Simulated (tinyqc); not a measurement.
Which input was changed? Model: Raman shift of the zone-centre optical phonon of a diamond-structure crystal under stress. Computed by tinyqc, a small Python program. Command: `OMP_NUM_THREADS=1 python tinyqc.py 3018621 3018622 out.jsonl ramanstress which`. One thread of a shared host (Intel(R) Xeon(R) Processor @ 2.30GHz), about 0.03 s of CPU time with the checks.

Axes x, y, z are the cube axes. Strain shifts the threefold optical mode and can split it; p, q and r are the phonon deformation potentials.

Inputs (values chosen for the exercise, modelled on germanium):
```
quantity                         value    unit
unstrained frequency omega_0     300.7    1/cm
p/omega_0^2                      -1.51       -
q/omega_0^2                         -2       -
r/omega_0^2                      -1.06       -
C11                              130.1     GPa
C12                              48.87     GPa
C44                              67.25     GPa
stress sigma (tension positive)   -2.6     GPa
polarisation angle phi              10  degree
```

Stress state: biaxial. Axis: [001].

Method:
- S11 = (C11 + C12)/D, S12 = -C12/D, D = (C11 - C12)(C11 + 2 C12), S44 = 1/C44.
- Equal biaxial stress in the plane normal to the axis (unit vector n): sigma_ij = sigma (delta_ij - n_i n_j).
- eps_xx = S11 sigma_xx + S12 (sigma_yy + sigma_zz), and cyclic; eps_xy = S44 sigma_xy/2 (tensor strain).
- Secular matrix: M_xx = p eps_xx + q (eps_yy + eps_zz), M_xy = 2 r eps_xy; its eigenvalues are omega^2 - omega_0^2, and the shifts are these over 2 omega_0.
- Backscattering from a (001) surface: incident polarisation (cos phi, sin phi, 0). With Raman tensors (R_z)_xy = (R_z)_yx = 1 and cyclic, only the z component u_z of a mode counts: I = u_z^2 sin^2(2 phi) for parallel and u_z^2 cos^2(2 phi) for crossed polarisers. An unresolved line sits at the intensity-weighted shift, which is M_zz/(2 omega_0).

Question. One of these inputs alone was changed, within the range given: unstrained frequency omega_0 (150.3 to 601.4); r/omega_0^2 (-2.12 to -0.53); C12 (24.43 to 97.74); stress sigma (tension positive) (-5.2 to -1.3). Which one, and to what value?

Results:
```
run     volume strain (per mille)  shift of the observed line (1/cm)  shift per stress (1/(cm GPa))
before                  -22.82303                           7.874463                      -3.028640
after                   -25.90932                           8.501690                      -3.269881
```

Answer.

Each candidate set to reproduce volume strain, and what it then gives:
```
candidate                              range searched  value needed  shift of the observed line (1/cm)  shift per stress (1/(cm GPa))
unstrained frequency omega_0 (1/cm)    150.3 to 601.4     no effect                                  -                              -
r/omega_0^2                            -2.12 to -0.53     no effect                                  -                              -
C12 (GPa)                              24.43 to 97.74         35.30                             8.5017                        -3.2699
stress sigma (tension positive) (GPa)    -5.2 to -1.3        -2.952                             8.9393                        -3.0286
```

Only C12 fits every result: it went from 48.87 to 35.3 GPa. The next best candidate, stress sigma (tension positive), misses one result by 7.4 %.

Caution: strains above about 1 % call for terms beyond linear order.
